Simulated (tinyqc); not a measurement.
# Band offsets from two capacitances

Inverse problem. A p-n heterojunction (1: p-type, 2: n-type) in the depletion approximation obeys 1/C^2 = 2 (er1 N1 + er2 N2)(Vbi - V)/(q eps0 er1 er2 N1 N2), with Vbi = dEc + Eg1 - Vt ln(Nc2 Nv1/(N1 N2)), dEc = Ec2 - Ec1 and dEv = Eg2 - Eg1 - dEc. Find N2, Vbi, dEc and dEv.

Values chosen for this exercise; band and dielectric values close to those of GaN and AlGaN:
```
symbol    value   unit                                          meaning
T           400      K                                      temperature
Eg1        3.38     eV                           band gap of material 1
er1        9.58                     relative permittivity of material 1
Nv1     7.11e19  cm^-3     valence-band density of states of material 1
Eg2        4.03     eV                           band gap of material 2
er2         9.2                     relative permittivity of material 2
Nc2     4.56e18  cm^-3  conduction-band density of states of material 2
N1       2.4e18  cm^-3                   acceptor density of material 1
```

Constants: q = 1.602176634e-19 C, kB = 1.380649e-23 J/K, Vt = kB T/q, eps0 = 8.8541878128e-14 F/cm where lengths are in cm. Results are converted to the units shown.

C at V = -0.6 and -5.3 V (nF/cm^2): [19.517175, 13.297840]

Answer. The slope of 1/C^2 against -V is (2/(q eps0)) (1/(er2 N2) + 1/(er1 N1)), which gives N2; the intercept is Vbi, and the offsets follow.

N2 = 2.400e16 cm^-3
Vbi = 3.472 V
dEc = 0.3900 eV
dEv = 0.2600 eV

Program tinyqc, `OMP_NUM_THREADS=1 python tinyqc.py 2040089 2040090 out.jsonl`; Intel Xeon 2.30GHz, shared host, one thread, about 0.05 s.
